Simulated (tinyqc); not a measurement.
Worked calculation: plane-wave Kohn-Sham cycle with exchange-only LDA in a layered model solid. One step of it, computed by the program tinyqc.

Question. Iteration 2: levels at that k. Diagonalise the Hermitian matrix.

H (hartree), order -3, -2, -1, +0, +1, +2, +3:
```
[[1.215378, -0.045226, 0.000302, -0.000020, 0.000001, 0.000001, 0.000000],
 [-0.045226, 0.428579, -0.045226, 0.000302, -0.000020, 0.000001, 0.000001],
 [0.000302, -0.045226, -0.043500, -0.045226, 0.000302, -0.000020, 0.000001],
 [-0.000020, 0.000302, -0.045226, -0.200860, -0.045226, 0.000302, -0.000020],
 [0.000001, -0.000020, 0.000302, -0.045226, -0.043500, -0.045226, 0.000302],
 [0.000001, 0.000001, -0.000020, 0.000302, -0.045226, 0.428579, -0.045226],
 [0.000000, 0.000001, 0.000001, -0.000020, 0.000302, -0.045226, 1.215378]]
```

Give: eigenvalues.

Answer.

eigenvalues (hartree): [-0.2239, -0.0481, -0.0246, 0.4303, 0.4304, 1.2180, 1.2180]
